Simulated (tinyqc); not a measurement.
## Ballast resistance and gain from the on-state line

Inverse problem. At high current V = BV (1 + be)^(-1/n) + I Ro. Find Ro, the intercept and be.

Values chosen for this exercise:
```
symbol  value  unit                         meaning
BV        9.1     V      junction breakdown voltage
n         2.6        exponent of the multiplication
```

V at I = 2.4 and 4.8 mA/um (V): 4.2436502  4.6276502

Solution. The slope is Ro; the intercept over BV is (1 + be)^(-1/n).

Ro = 160 ohm um
intercept = 3.86 V
be = 8.30

Computed by the program tinyqc: `OMP_NUM_THREADS=1 python tinyqc.py 2670063 2670064 out.jsonl`, one thread of a shared Intel Xeon 2.30GHz, about 0.01 s for the whole run.
